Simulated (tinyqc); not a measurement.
## Scale length and length offset from two DIBL values

Problem. DIBL = exp(-Le/(2 l)) + 2 exp(-Le/l) with Le = L - dL. Find l, dL and the drawn length for a DIBL of 100 mV/V.

DIBL at drawn lengths 56 and 93 nm (mV/V): 77.529457  10.957040

Solution. With e = exp(-Le/(2 l)), 2 e^2 + e = DIBL gives e and so Le/l at each length; Le/l is a straight line in L with slope 1/l.

l = 10.00 nm
dL = 2.300 nm
length for 100 mV/V = 51.51 nm

Numbers from tinyqc (`OMP_NUM_THREADS=1 python tinyqc.py 2002049 2002050 out.jsonl`; about 0.01 s on one thread of a shared Intel Xeon 2.30GHz).
